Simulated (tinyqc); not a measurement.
# Worked calculation: IGBT as a p-i-n diode in series with a MOS channel, on-state and switching loss

Program tinyqc, `OMP_NUM_THREADS=1 python tinyqc.py 2590020 2590021 out.jsonl`; Intel Xeon 2.30GHz, shared host, one thread, about 0.01 s. Printed values are rounded.

High injection (n = p) in a drift layer from x = -W/2 (anode) to +W/2 (cathode side), recombination only in the layer with lifetime tau, ideal emitters. The channel feeds the cathode side and carries the whole current. Auger recombination, carrier-carrier scattering, emitter losses and the carrier dip under the p body are left out.

Inputs (values chosen for the exercise); material values close to those of silicon:
```
symbol,value,unit,meaning
T,350,K,temperature
Eg,1.13,eV,band gap
Nc,3.58e19,cm^-3,conduction-band density of states at T
Nv,3.31e19,cm^-3,valence-band density of states at T
mn,997,cm^2/(V s),electron mobility
mp,342,cm^2/(V s),hole mobility
W,130,um,width of the drift layer
Nd,5.9e13,cm^-3,doping of the drift layer
tau,1.2,us,high-injection lifetime
J,150,A/cm^2,current density
Rch,1.7,mohm cm^2,channel and accumulation resistance
Vdc,800,V,link voltage
ks,0.08,,turn-off energy per stored charge and link voltage
f,1,kHz,switching frequency
```

Constants: q = 1.602176634e-19 C, kB = 1.380649e-23 J/K, Vt = kB T/q. Results are converted to the units shown.

## Ambipolar length

b = mn/mp, B = (b - 1)/(b + 1), La = sqrt(2 Vt mn mp tau/(mn + mp)), y = W/(2 La).

b = 2.91520
B = 0.489171
La = 42.9335 um
y = 1.51397

## Carrier profile

| point | 2 x/W |
|---|---|
| 0 | -1 |
| 1 | -0.75 |
| 2 | -0.5 |
| 3 | -0.25 |
| 4 | 0 |
| 5 | 0.25 |
| 6 | 0.5 |
| 7 | 0.75 |
| 8 | 1 |

n(x) = (tau J/(2 q La))[cosh(x/La)/sinh y - B sinh(x/La)/cosh y]. x/La = (2 x/W) y.

| point | n (cm^-3) |
|---|---|
| 0 | 2.02244e17 |
| 1 | 1.41384e17 |
| 2 | 1.01023e17 |
| 3 | 7.53063e16 |
| 4 | 6.05076e16 |
| 5 | 5.44810e16 |
| 6 | 5.63527e16 |
| 7 | 6.63942e16 |
| 8 | 8.60611e16 |

The density is 2.35 times higher at the anode than at the cathode side, since holes are the slower carriers; its smallest listed value is 923 times Nd.

## On-state voltage

n(x) = (tau J/(2 q La))[cosh(x/La)/sinh y - B sinh(x/La)/cosh y]. Vm = Vt [(8 b/(b + 1)^2)(sinh y/s) arctan(s sinh y) + B ln((1 + B tanh^2 y)/(1 - B tanh^2 y))], s = sqrt(1 - B^2 tanh^2 y); Vj = Vt ln(n(-W/2) n(W/2)/ni^2), ni = sqrt(Nc Nv) exp(-Eg/(2 Vt)), Eg in volts; Vc = J Rch; Von = Vm + Vj + Vc.

Vm = 0.133790 V
Vj = 0.794358 V
Vc = 0.255 V
Von = 1.18315 V

Vm does not depend on J, since the carrier density grows with it. Junctions, layer and channel take 67, 11 and 22 % of Von.

## Stored charge, losses and the unipolar alternative

Stored charge tau J, turn-off energy Eoff = ks tau J Vdc, loss at half duty 0.5 J Von + f Eoff. A unipolar device on the same layer has Vu = J (W/(q mn Nd) + Rch).

stored charge = 180 uC/cm^2
Eoff = 11.52 mJ/cm^2
conduction loss = 88.7361 W/cm^2
switching loss = 11.52 W/cm^2
Vu = 207.163 V

Both losses would be equal at f = 7.70 kHz.
